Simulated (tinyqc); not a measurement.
## The Fermi level, mass and scattering length from S, n and sigma

Problem. Bulk parabolic band, x = (E - Ec)/kB T, C = hbar^2/(2 m0), kB T in eV. Modes per area gv m kB T x/(4 pi C) times the back-scattering length l0 x^rr give the transport function s0 X(x), s0 = (2 q^2/h) gv m kB T l0/(4 pi C), X = x^(1 + rr). I_k = int X (x - eta)^k w dx, w = 1/(4 cosh^2((x - eta)/2)). sigma = s0 I_0, S = -(kB/q) I_1/I_0; n = 2 gv (m kB T/(4 pi C))^1.5 F(eta), F(y) = (2/sqrt(pi)) int_0^infinity sqrt(u)/(1 + exp(u - y)) du. Find eta, m and l0.

Values chosen for this exercise: temperature T = 300 K; valleys gv = 4; energy exponent of that length rr = 0.

Constants: q = 1.602176634e-19 C, kB = 1.380649e-23 J/K, hbar = 1.054571817e-34 J s, h = 6.62607015e-34 J s, m0 = 9.1093837015e-31 kg, Vt = kB T/q, hbar^2/(2 m0) = 0.0380998212 eV nm^2. Results are converted to the units shown.

S = -88.285818 uV/K
n = 8.3464854e18 cm^-3
sigma = 92.526927 S/cm

Solution. |S| falls steadily as eta rises and depends on nothing else, so it fixes eta; n then gives m, and sigma gives l0.

eta = 2.900
m = 0.07200 m0
l0 = 2.600 nm

tinyqc, about 0.03 s, one thread, Intel Xeon 2.30GHz (shared host): `OMP_NUM_THREADS=1 python tinyqc.py 2800017 2800018 out.jsonl`
